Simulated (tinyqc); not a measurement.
Bond length: bond-orbital model of a tetrahedral semiconductor (Harrison's universal couplings).

Hybrid level eh = (es + 3 ep)/4; metallic energy V1 = (ep - es)/4 for each atom; covalent energy V2 = 3.22 hbar^2/(m d^2); polar energy V3 = (ehc - eha)/2; hbar^2/m = 2c, c = hbar^2/2m0. Polarity ap = V3/sqrt(V2^2 + V3^2), covalency ac = V2/sqrt(V2^2 + V3^2). p-p coupling at Gamma Exx = (4/3)(2.22 - 2 x 0.63) hbar^2/(m d^2) = 1.28 hbar^2/(m d^2), s-s coupling Ess = 4 x 1.32 hbar^2/(m d^2).

Constants: hbar^2/2m0 = 3.80998211 eV angstrom^2.

Values chosen for the exercise (near tabulated values for BN; the model gives trends, and its gaps can be far from the real ones; the results hold for these values, not for the real material): esc = -13.4 eV (s level, cation); epc = -8.55 eV (p level, cation); esa = -26.49 eV (s level, anion); epa = -13.78 eV (p level, anion); d = 1.57 angstrom (bond length); Z = 5 (valence electrons of the anion).

d is scaled; levels stay. E0 is the s-like conduction level less Ev at Gamma (Ess = 5.28 u, Exx = 1.28 u); Z* = 4 ap - (Z - 4).

Against d:
```
d/d0  V2 (eV)      ap     Z*  Ev (eV)  E0 (eV)
0.94   11.266  0.3042  0.217  -16.351   16.004
0.96   10.801  0.3160  0.264  -16.192   15.129
0.98   10.365  0.3279  0.312  -16.045   14.312
0.99   10.156  0.3339  0.336  -15.975   13.924
1.00    9.954  0.3399  0.360  -15.908   13.549
1.01    9.758  0.3459  0.384  -15.843   13.186
1.02    9.568  0.3519  0.408  -15.781   12.835
1.04    9.203  0.3641  0.456  -15.662   12.166
```

What can be read from this table?

Compression raises V2 and E0: dE0/d ln(volume) = -12.30 eV, of which the valence band gives -2.20. The polarity falls under compression, from 0.340 to 0.304 at 0.94 (SiC is a known exception, whose effective charge rises under pressure).

Program tinyqc; command `OMP_NUM_THREADS=1 python tinyqc.py 1452069 1452070 out.jsonl`; about 0.01 s on one thread of a shared Intel(R) Xeon(R) Processor @ 2.30GHz.
